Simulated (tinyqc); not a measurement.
# Worked calculation: ballistic conductance of a hard-wall wire of rectangular section by counting modes

Program tinyqc, `OMP_NUM_THREADS=1 python tinyqc.py 2740122 2740123 out.jsonl`; Intel Xeon 2.30GHz, shared host, one thread, about 0.6 s. Printed values are rounded.

Subband edges E_(a,b) = (C pi^2/m) [(a/W)^2 + (b/Hh)^2], a, b = 1, 2, ...; C = hbar^2/(2 m0). Every mode transmits fully; spin gives the factor 2 in 2 q^2/h, valleys the factor gv.

Parameters, values chosen for the exercise: temperature T = 300 K; mass m = 0.022 m0; valleys gv = 2; Fermi energy above the bulk band edge Ef = 0.397 eV; width W = 25 nm; height Hh = 17 nm; highest subband edge listed Et = 0.5 eV.

Constants: q = 1.602176634e-19 C, kB = 1.380649e-23 J/K, hbar = 1.054571817e-34 J s, h = 6.62607015e-34 J s, m0 = 9.1093837015e-31 kg, Vt = kB T/q, hbar^2/(2 m0) = 0.0380998212 eV nm^2. Results are converted to the units shown.

## Subband edges and their occupation

List the edges below Et; each adds its degeneracy times f = 1/(1 + exp((E_n - Ef)/Vt)) to the thermal mode count.

```
mode  edge (eV)  degeneracy          f
1,1   0.0864905           1  0.9999939
2,1   0.1685334           1  0.9998548
1,2   0.2639190           1  0.9942214
3,1   0.3052717           1  0.9720288
2,2   0.3459619           1  0.8780658
3,2   0.4827002           1  0.0350591
4,1   0.4967052           1  0.0206987
```

## Conductance and ballistic resistance

G = (2 q^2/h) gv M; at zero temperature M counts the edges below Ef, at T it is the sum of degeneracy times f. The smooth (Sharvin) count is kF^2 A/(4 pi), kF = sqrt(m Ef/C), A = W Hh, perimeter p = 2 (W + Hh), and with the boundary term kF^2 A/(4 pi) - kF p/(4 pi). The sum runs over the edges listed.

M at zero temperature = 5
M at T = 4.899923
G = 759.3010 uS
resistance 1/G = 1.317001 kohm
smooth count = 7.752992

The smooth count is 58 % above M at T. With the boundary term it is 4.55.
